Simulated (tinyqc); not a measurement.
Scaling with the misfit: strain-driven roughening and islands of a mismatched epitaxial film. Computed by tinyqc, a small Python program. Command: `OMP_NUM_THREADS=1 python tinyqc.py 3005535 3005536 out.jsonl island walk`. One thread of a shared host (Intel(R) Xeon(R) Processor @ 2.30GHz), about 0.01 s of CPU time with the checks.

Film and substrate share isotropic elastic constants; the film is coherent and biaxially strained.

Inputs (values chosen for the exercise, modelled on Si(0.5)Ge(0.5) on Si): misfit |f| = 0.021; shear modulus G = 56.6 GPa; Poisson ratio nu = 0.24; surface energy gamma = 1.17 J/m^2; contact angle of the shallow shape theta_1 = 11.6 degrees; contact angle of the steep shape theta_2 = 26.3 degrees; facet energy of shape 1 over gamma = 0.9972; facet energy of shape 2 over gamma = 1.024; surface mobility D_s nu_s Omega^2/(k_B T) = 6.4e-35 m^6/(J s).

Transport: surface diffusion.

Constants: e = 1.602176634e-19 C.

Method:
- M = 2 G (1 + nu)/(1 - nu); stress = M f; energy density w = M f^2.
- A ripple A cos(k x) has the surface chemical potential per volume [gamma k^2 - 2 (1 + nu) w k] A cos(k x), so k_c = 2 (1 + nu) w/gamma. With surface diffusion the amplitude grows at the rate q = B k^2 [2 (1 + nu) w k - gamma k^2], fastest at k_m = (3/4) k_c. B is the surface mobility.
- Shallow faceted island (Tersoff form): E = 4 Gam V^(2/3) tan^(1/3)(theta) - 6 c V tan(theta), Gam = gamma [x/sin(theta) - 1/tan(theta)], x the facet energy over gamma, c = stress^2 (1 - nu)/(2 pi G).
- The barrier is the maximum of E, at V_c = [4 Gam/(9 c)]^3 / tan^2(theta) (1 GPa nm = 1 J/m^2).
- V_c = [4 Gam/(9 c)]^3/tan^2(theta), barrier = (4/3) Gam V_c^(2/3) tan^(1/3)(theta); the growth time is 1/q at k_m.

fastest wavelength = 48.5243 nm

growth time 1/q at k_m = 142.520 s

critical volume, shape 1 = 67.6298 nm^3

barrier, shape 1 = 8.35680 eV

Misfit scaled at fixed constants:
```
|f| (%)  fastest wavelength (nm)  growth time (s)  V_c of shape 1 (nm^3)  barrier of shape 1 (eV)
0.525                     776.39       9.3402e+06             2.7701e+05               2.1393e+03
0.735                     396.12       6.3289e+05             3.6790e+04               5.5689e+02
1.050                     194.10       3.6485e+04             4.3283e+03               1.3371e+02
1.470                      99.03       2.4722e+03             5.7484e+02               3.4806e+01
2.100                      48.52       1.4252e+02             6.7630e+01               8.3568e+00
2.940                      24.76       9.6572e+00             8.9819e+00               2.1753e+00
```

What does the comparison show, and why?

Halving the misfit stretches the wavelength 4 times, the barrier 16 times, the volume 64 times and the time 256 times: f^(-2), f^(-4), f^(-6), f^(-8). Over these rows the time spans 6.0 decades: strongly mismatched films tend to roughen first, while dilute alloys have time to stay flat. Rows with wavelengths under 10 nm or volumes under 5 nm^3 are beyond the continuum picture.

Extremes, crossings and ranges named in words are read from the listed rows.
